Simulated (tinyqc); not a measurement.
Changing the compound yield Y_c: Berg model of reactive sputtering of a nitride or oxide: poisoning, hysteresis and pumping speed. Computed by tinyqc, a small Python program. Command: `OMP_NUM_THREADS=1 python tinyqc.py 3019701 3019702 out.jsonl berg sweep`. One thread of a shared host (Intel(R) Xeon(R) Processor @ 2.30GHz), about 0.04 s of CPU time with the checks.

A diatomic gas reacts with bare metal on the target and on the collecting surfaces; ions remove metal and compound from the target. theta_t and theta_c are the compound fractions.

Inputs (values chosen for the exercise, close to those used for aluminium nitride): ion current density J = 31 mA/cm^2; target area A_t = 120 cm^2; collecting area A_c = 3700 cm^2; metal yield Y_m = 0.8; sticking coefficient alpha = 0.49; reactive atoms per metal atom z = 1; gas mass M = 28 u; pumping speed S = 630 l/s; gas temperature T = 300 K; reactive partial pressure P = 0.0077 Pa.

Constants: e = 1.602176634e-19 C; u = 1.6605390666e-27 kg; k_B = 1.380649e-23 J/K.

Method. Ion flux j = J/e; gas flux F = P/sqrt(2 pi M k_B T). Target: (2/z) alpha F (1 - theta_t) = j Y_c theta_t. Sputtered flows F_c = j Y_c theta_t A_t, F_m = j Y_m (1 - theta_t) A_t. Collector: (2/z) alpha F (1 - theta_c) A_c + F_c (1 - theta_c) = F_m theta_c. Gas use Q = alpha F [(1 - theta_t) A_t + (1 - theta_c) A_c] + P S/(k_B T); 1 sccm = 4.4780e17 molecules/s. Rate R = F_m + F_c, given relative to j Y_m A_t. P is a single-valued function of the flow Q only if dQ/dP > 0 everywhere: S must exceed k_B T times the steepest fall of the surface terms with P.

One run for each value; columns: (1) compound yield Y_c; (2) critical pumping speed (l/s); (3) rate relative to clean metal; (4) theta_t; (5) pressure of the steepest fall (Pa):
```
(1)     (2)     (3)     (4)      (5)
0.024  1256  0.2010  0.8237  0.00330
0.037  1064  0.2829  0.7519  0.00421
0.056   879  0.3798  0.6669  0.00536
0.087   685  0.4982  0.5631  0.00700
0.130   517  0.6122  0.4631  0.00908
0.200   352  0.7306  0.3592  0.01229
0.310   203  0.8373  0.2656  0.01759
0.480    81  0.9243  0.1893  0.02849
```

Over the rows, critical pumping speed (l/s) falls from 1260 to 80.5 (exponent d ln y / d ln x -0.38 between the first rows and -2.1 between the last); rate relative to clean metal rises from 0.201 to 0.924 (exponent d ln y / d ln x 0.79 between the first rows and 0.23 between the last); theta_t falls from 0.824 to 0.189 (exponent d ln y / d ln x -0.21 between the first rows and -0.77 between the last). The closer Y_c comes to Y_m, the less poisoning changes the metal supply.

Caution (rows 0.0370, 0.0560, 0.0870): here dQ/dP is negative, a branch that flow control cannot hold.
